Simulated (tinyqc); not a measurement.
Electron mobility of a polar semiconductor by Rode's iterative solution of the Boltzmann equation: one step, computed by the program tinyqc.

The distribution is f(E) + e F l(E) (-df/dE) cos(theta) for a weak field F, theta counted from the force; l(E) is a mean free path. Elastic processes enter by their momentum rate, polar optical phonons by out- and in-scattering terms. One valley only: where upper valleys lie close, measured mobilities are lower. The density n is prescribed, even where a narrow-gap material would have more intrinsic carriers.

Problem. Fermi level and screening. Parabolic band: E = hbar^2 k^2/(2 m), speed v = hbar k/m, states per spin, volume and energy g(E) = m k/(2 pi^2 hbar^2). Masses are multiplied by m_0 and all formulas are in SI units. The reduced Fermi level eta = E_F/(k_B T) solves n = 2 Z int g f dE with f = 1/(1 + exp(x - eta)) (Z = 1 unless valleys are given); screening length L_s = sqrt(eps_s eps_0 k_B T/(e^2 dn/deta)), dn/deta = 2 Z int g f (1 - f) dE. Integrals over x = E/(k_B T) use 160 Gauss-Legendre points in u = sqrt(x) from 0 to sqrt(max(eta, 0) + 32). N_I = n (1 + C)/(1 - C).

Inputs (values chosen for the exercise, for a model polar semiconductor):
```
quantity                   value    unit
effective mass m            0.27     m_0
static permittivity eps_s   11.8       -
electron density n         1e+14  1/cm^3
compensation ratio C           0       -
temperature T                400       K
```

Band: parabolic. Elastic processes: acoustic, piezoelectric, impurity.

Constants: k_B = 8.617333262e-05 eV/K; m_0 = 9.1093837015e-31 kg; e = 1.602176634e-19 C; hbar = 1.054571817e-34 J s; eps_0 = 8.8541878128e-12 F/m; k_B = 1.380649e-23 J/K.

Give: reduced Fermi level eta; screening length L_s; ionised impurity density N_I.

Solution.

reduced Fermi level eta = -10.90

screening length L_s = 474.1 nm

ionised impurity density N_I = 1.00e+14 1/cm^3
